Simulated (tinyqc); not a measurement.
Magnetoresistance against angle.

Conductance G = G0 (1 + P1 P2 cos(phi)) at low bias, phi the angle between the magnetisations, normalised to Rp = RA/area at phi = 0.

Inputs (values chosen for the exercise): diameter Dm = 20 nm; spin polarisation of the reference layer P1 = 0.61; spin polarisation of the free layer P2 = 0.57; resistance-area product, parallel state RA = 1.6 ohm um^2.

Magnetoresistance against angle:
```
phi (degree)  R (kohm)  R/Rp - 1 (%)  share of the full TMR (%)
0                5.093             0                          0
20               5.173         1.580                      1.483
45               5.509         8.174                      7.668
70               6.134         20.45                      19.18
90               6.864         34.77                      32.62
110              7.790         52.96                      49.68
135              9.101         78.71                      73.83
160              10.19         100.2                      93.96
180              10.52         106.6                      100.0
```

R rises from 5.09 to 10.5 kohm, TMR0 = 107 %. It is the conductance that follows cos(phi), so at 90 degrees R has covered only (1 - P1 P2)/2 = 32.6 % of its range.

tinyqc, about 0.01 s, one thread, Intel Xeon 2.30GHz (shared host): `OMP_NUM_THREADS=1 python tinyqc.py 2450130 2450131 out.jsonl`
